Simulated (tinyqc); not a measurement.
A tight-binding chain with uneven site energies, recursive Green functions: two steps of the calculation.

The device has N = 6 slices of 1 site(s), nearest-neighbour hopping -t, and site energies U; the leads are semi-infinite continuations with site energy 0. V = <i+1|H|i> = -t 1.

Values chosen for this exercise:
```
symbol,value,unit,meaning
t,1,eV,hopping (matrix element -t)
```

Task 1. Backward pass. Backward pass: G_NN = g_N, G_ii = g_i + g_i V^dagger G_(i+1,i+1) V g_i; local density of states -Im G_ii/pi on each site.

g_i, site 1 to 6 (1/eV): -0.5081837-1.0303917i  -0.4705806-0.3668303i  -0.8684924-0.3125204i  -1.5411836-1.1704555i  0.3174854-0.7129974i  -0.3291634-0.3956953i

Wanted: G_ii; local density of states.

Result 1.

```
site        G_ii (1/eV)  local density of states (1/eV)
1      0.32552-0.89015i                         0.28334
2     -0.30017-0.56580i                         0.18010
3     -0.42516-0.60059i                         0.19117
4      0.18561-0.59217i                         0.18849
5      0.27250-0.40270i                         0.12818
6     -0.32916-0.39570i                         0.12595
```

A site of an infinite clean chain has 1/(pi sqrt(4 t^2 - x^2)) = 0.204 1/eV at this energy (x counted from the band centre); the device goes from 0.126 (site 6) to 0.283 (site 1).

Task 2. States fed from the left, and the bond current. The full first column follows backwards from c_N = G_(N,1): c_i = G_(i,1)(forward) + g_i V^dagger c_(i+1). The density of states fed by the left lead is Gamma |c_i|^2/(2 pi), and the current on bond i is 2 t Gamma Im(c_(i+1) conj(c_i)) in units of T(E).

```
site             g_i (1/eV)  G_(i,1) of the forward pass (1/eV)
1     -0.5081837-1.0303917i               -0.5081837-1.0303917i
2     -0.4705806-0.3668303i                0.1388375-0.6712995i
3     -0.8684924-0.3125204i                0.3303742-0.5396290i
4     -1.5411836-1.1704555i                1.1407790-0.4449791i
5      0.3174854-0.7129974i               -0.0449118+0.9546469i
6     -0.3291634-0.3956953i               -0.3925326+0.2964634i
```

Gamma = 1.5612495 eV

Find: c_i; density fed from the left; bond current.

Result 2.

```
site         c_i (1/eV)  density fed from the left (1/eV)
1      0.32552-0.89015i                           0.22322
2      0.43045-0.59682i                           0.13455
3      0.46220-0.20203i                           0.06323
4      0.25823+0.29580i                           0.03831
5     -0.13167+0.58065i                           0.08808
6     -0.39253+0.29646i                           0.06013
```

bond current, bond 1 to 5: 0.58981  0.58981  0.58981  0.58981  0.58981

The bond current is the same on every bond and equals T(E): the current is conserved.

tinyqc, about 0.02 s, one thread, Intel Xeon 2.30GHz (shared host): `OMP_NUM_THREADS=1 python tinyqc.py 2660102 2660103 out.jsonl`
